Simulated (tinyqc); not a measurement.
What the excited states change: donors with valley-orbit split 1s states.

Each donor binds at most one electron, in any of its states. For a site s, W_s = sum over its states of g exp(E/kT), and the ionised share is 1/(1 + W_s exp(eta)), eta = (EF - Ec)/kT; n = Nc F_1/2(eta); neutrality n + NA = ND x (mean ionised share); holes are neglected. Nc from N = 2 (m kB T/(4 pi c))^(3/2) with c = hbar^2/2m0, in 1/angstrom^3; times 1e24 for 1/cm^3, m = md. F_j(eta) = (1/Gamma(j + 1)) integral_0^infinity x^j dx/(1 + exp(x - eta)), which tends to exp(eta) for eta << 0.

Constants: hbar^2/2m0 = 3.80998211 eV angstrom^2; kB = 8.617333262e-05 eV/K.

Parameters, chosen for this exercise (near those of P in Si; not measured data): md = 1.083 m0 (density-of-states mass of the conduction band); E = (47.4, 35.6, 34) meV (binding energies of 1s(A1), 1s(T2), 1s(E)); g = (2, 6, 4) (their degeneracies with spin); ND = 1.9e+17 1/cm^3 (donors); NA = 0 1/cm^3 (compensating acceptors, all ionised).

The last columns keep only the ground state of each site (g = 2).

Results:

| T (K) | effective degeneracy | eta | n (1/cm^3) | n, ground states only | ratio |
|---|---|---|---|---|---|
| 40 | 2.28 | -8.28 | 3.50e+14 | 3.73e+14 | 0.937 |
| 60 | 2.91 | -6.42 | 4.10e+15 | 4.94e+15 | 0.831 |
| 80 | 3.66 | -5.63 | 1.39e+16 | 1.86e+16 | 0.750 |
| 150 | 5.83 | -4.93 | 7.19e+16 | 1.04e+17 | 0.689 |
| 200 | 6.86 | -4.96 | 1.08e+17 | 1.46e+17 | 0.739 |
| 250 | 7.62 | -5.08 | 1.33e+17 | 1.67e+17 | 0.799 |
| 300 | 8.18 | -5.24 | 1.49e+17 | 1.76e+17 | 0.848 |
| 400 | 8.97 | -5.56 | 1.67e+17 | 1.84e+17 | 0.909 |
| 500 | 9.49 | -5.85 | 1.76e+17 | 1.87e+17 | 0.941 |

Give the missing row, T (K) = 110.

Computed row:
```
T (K)  effective degeneracy    eta  n (1/cm^3)  n, ground states only  ratio
110                    4.70  -5.13    3.71e+16               5.36e+16  0.691
```

The effective degeneracy grows from 2.28 to 9.49. Excited states hold electrons back, so the ratio is never above 1; it is lowest, 0.689, at 150 K of those listed, and 0.848 at 300 K. At low T the excited states empty out, and at high T more donors are ionised (n is 92 % of ND - NA in the last row), so the effect is largest in between.

Computed by tinyqc, a small Python program: `OMP_NUM_THREADS=1 python tinyqc.py 1652784 1652785 out.jsonl` (the numbers bound the seed that draws the inputs); one thread of a shared host (Intel(R) Xeon(R) Processor @ 2.30GHz), about 0.01 s for the whole set of steps.
